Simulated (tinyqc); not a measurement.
# Resistance of a tapered via with liner, size effect and interface: via resistance against the height

A round via whose diameter grows from db at the bottom as D(z) = db + 2 z/tan(ang). The fill, of diameter D - 2 tl, starts above the bottom liner (thickness fb tl) and has rho = rho0 (1 + ks lam/(D - 2 tl)); the sidewall liner conducts in parallel with it. The bottom liner and the interface are crossed over the full area pi db^2/4. Spreading in the lines above and below is left out.

Slices between z0 = fb tl and hv, evaluated at their midpoints: conductance per length pi/4 [(D - 2 tl)^2/rho + (D^2 - (D - 2 tl)^2)/rl], slice resistance = slice height over that. 2000 slices. R_fill = sum of the slices; R_bottom = rl fb tl/(pi db^2/4); R_interface = ri/(pi db^2/4); ballistic (Sharvin) limit 1/(Sb pi (db - 2 tl)^2/4); ideal cylinder rho0 hv/(pi db^2/4).

Values chosen for this exercise; fill metal close to ruthenium: diameter at the bottom db = 21 nm; sidewall angle ang = 88 degrees; bulk resistivity of the fill rho0 = 7.95 uohm cm; mean free path of the fill lam = 6.77 nm; size-effect factor ks = 1; liner on the sidewall tl = 0.1 nm; liner at the bottom over that on the sidewall fb = 0.7; resistivity of the liner rl = 460 uohm cm; interface resistivity at the bottom ri = 5.9e-12 ohm cm^2; ballistic conductance per area, about 3/(4 rho0 lam) Sb = 1.5e15 S/m^2.

The same in every row: R_bottom (ohm) = 0.9297; R_interface (ohm) = 1.703; ballistic limit (ohm) = 1.962.

Results:
```
hv (nm)  R_fill (ohm)  R (ohm)  R over ideal cylinder  largest part
13              3.820    6.453                  2.163          fill
18              5.203    7.836                  1.897          fill
38              10.28    12.91                  1.480          fill
55              14.09    16.73                  1.325          fill
80              19.02    21.65                  1.179          fill
120             25.56    28.19                  1.024          fill
170             32.03    34.66                 0.8884          fill
```

Estimate the missing row, hv = 26 nm.

Computed row:
```
hv (nm)  R_fill (ohm)  R (ohm)  R over ideal cylinder  largest part
26              7.318    9.951                  1.667          fill
```

With this row back in the table: R rises from 6.45 to 34.7 ohm. The fill is the largest part at hv = 13 and in all other rows. The share of the two bottom terms goes from 40.8 to 7.60 %. For hv = 13 the ballistic limit exceeds half of R_fill, so the diffusive model understates R.

Computed by the program tinyqc: `OMP_NUM_THREADS=1 python tinyqc.py 2750141 2750142 out.jsonl`, one thread of a shared Intel Xeon 2.30GHz, about 0.01 s for the whole run.
